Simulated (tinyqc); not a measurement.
What moves the results: special k points of the fcc lattice. A value that a table varies takes the place of the one given here.

Lattice vectors in units of a: a1 = (0, 1/2, 1/2), a2 = (1/2, 0, 1/2), a3 = (1/2, 1/2, 0); reciprocal vectors b_i with a_i . b_j = 2 pi delta_ij. Mesh: k = sum_i f_i b_i with f_i = (2 j_i + shift)/(2 N), j_i = 0 .. N-1. The point group of the lattice has 48 operations; only those that map the mesh onto itself are used.

A_m(k) = sum over the m-th star of lattice vectors R of cos(k . R), stars in order of length: m = 1: |R|^2 = 0.5, 12 vectors, such as (1, 0, 0) in the basis a_i; m = 2: |R|^2 = 1, 6 vectors, such as (1, 1, -1) in the basis a_i; m = 3: |R|^2 = 1.5, 24 vectors, such as (2, 0, -1) in the basis a_i; m = 4: |R|^2 = 2, 12 vectors, such as (2, 0, 0) in the basis a_i; m = 5: |R|^2 = 2.5, 24 vectors, such as (2, 1, -1) in the basis a_i; m = 6: |R|^2 = 3, 8 vectors, such as (3, -1, -1) in the basis a_i. The zone mean of every A_m is zero.

Test function, the lower band of a two-band insulator: E(k) = -sqrt(D^2 + (e0 - t A_1(k))^2).

Values chosen for the exercise (the lattice of Si, GaAs, Cu and Al; not measured data):
- D = 2.38 eV (half gap term)
- t = 0.24 eV (coupling)
- e0 = 1.68 eV (offset)
- N = 4 (points along each reciprocal vector)
- shift = 0 (half steps)

## Mesh size and shift

Errors of the mean of E against the unshifted mesh with N = 24. The fifth column is |R|^2 of the shortest star with a non-zero mean.

Meshes:

| mesh | points | irreducible | operations | \|R\|^2 missed | error (meV) |
|---|---|---|---|---|---|
| 1 Gamma | 1 | 1 | 48 | 0.50 | 342.198 |
| 1 shifted | 1 | 1 | 12 | 1.00 | 94.394 |
| 2 Gamma | 8 | 3 | 48 | 2.00 | -115.089 |
| 2 shifted | 8 | 2 | 12 | 4.00 | -0.936 |
| 3 Gamma | 27 | 4 | 48 | 4.50 | -1.107 |
| 3 shifted | 27 | 6 | 12 | 9.00 | -0.033 |
| 4 Gamma | 64 | 8 | 48 | 8.00 | 0.431 |
| 4 shifted | 64 | 10 | 12 | 16.00 | 0.006 |
| 5 Gamma | 125 | 10 | 48 | 12.50 | -0.022 |
| 5 shifted | 125 | 19 | 12 | >16 | -0.001 |
| 6 Gamma | 216 | 16 | 48 | >16 | -0.004 |
| 6 shifted | 216 | 28 | 12 | >16 | 0.000 |

reference mean = -3.00761 eV

What can be read from the table?

The shifted mesh has the smaller error for 6 of 6 values of N and the larger for 0. The cheapest mesh within 1 meV is 2 shifted, with 2 irreducible points. A mesh misses the lattice vectors N (n1 a1 + n2 a2 + ...); the half shift gives each the sign (-1)^(n1 + n2 + ...), so the 12 shortest ones add up to 0 in place of 12: they cancel. The shift lowers the symmetry; it leaves more irreducible points for N = 3, 4, 5 and 6; it leaves fewer irreducible points for N = 2.

## Gap and mesh density

D takes the values listed; errors against the unshifted mesh with N = 30, for unshifted meshes.

Errors (meV):

| D (eV) | reference (eV) | N = 2 | N = 4 | N = 6 | N = 8 |
|---|---|---|---|---|---|
| 0.2 | -1.7513 | -239.514 | 14.463 | -4.534 | 1.377 |
| 0.4 | -1.7974 | -225.519 | 11.085 | -2.319 | 0.596 |
| 0.8 | -1.9502 | -194.877 | 5.513 | -0.573 | 0.074 |
| 1.5 | -2.3537 | -151.184 | 1.591 | -0.055 | 0.002 |
| 2.5 | -3.1048 | -111.313 | 0.370 | -0.003 | 0.000 |
| 4.0 | -4.4106 | -77.925 | 0.084 | 0.000 | 0.000 |

What does this show, and why?

The first listed N from which the error stays below 0.5 meV is none for D = 0.2, none for D = 0.4, 8 for D = 0.8, 6 for D = 1.5, 4 for D = 2.5, 4 for D = 4 eV. A larger D makes the function smoother, so its Fourier coefficients fall faster with |R|.

## One point for the whole zone

The mean-value (Baldereschi) point is taken at k = (2 pi/a) (0.6223, 0.2953, 0), that is f = (0.1477, 0.3111, 0.4588); the reference is the mesh with N = 24.

Single points:

| point | A_1 | A_2 | A_3 | A_4 | E (eV) |
|---|---|---|---|---|---|
| Gamma | 12.000 | 6.000 | 24.000 | 12.000 | -2.6654 |
| mean-value point | 0.000 | 0.000 | -4.405 | -3.192 | -2.9132 |
| zone-face centre b1/2 | 0.000 | -6.000 | 0.000 | 12.000 | -2.9132 |

reference mean = -3.0076 eV

What can be read from the table?

The mean-value point makes A_1 and A_2 vanish. Its error is +94 meV, against +342 meV at Gamma and +94 meV at b1/2. E is not linear in A_1; its powers hold sums of nearest vectors and a non-zero mean, so this point is not exact. A_1 has the same value at b1/2, and E depends on A_1 alone, so this test cannot tell the two points apart.

## What moves the zone average

Mean of E over the mesh, and its error against the unshifted mesh with N = 24. Each row changes one parameter from the base and keeps the others.

Results:

| case | mean (eV) | error (meV) | irreducible points |
|---|---|---|---|
| base | -3.0072 | 0.43 | 8 |
| N = 5 | -3.0076 | -0.02 | 10 |
| shift = 1 | -3.0076 | 0.01 | 10 |
| D = 1.666 eV | -2.4661 | 1.21 | 8 |
| t = 0.312 eV | -3.0756 | 0.95 | 8 |

What does this show?

The largest shifts from the base row, up to three for each result and ties (the steps differ in size, so this ranks the rows, not the parameters). mean (eV): D +0.5411, t -0.0684, N -0.0005. error (meV): D +0.78, t +0.52, N -0.45. irreducible points: N +2, shift +2; unchanged at the printed digits by D and t.

Computed by tinyqc, a small Python program: `OMP_NUM_THREADS=1 python tinyqc.py 1681085 1681086 out.jsonl` (the numbers bound the seed that draws the inputs); one thread of a shared host (Intel(R) Xeon(R) Processor @ 2.30GHz), about 0.1 s for the whole set of steps.
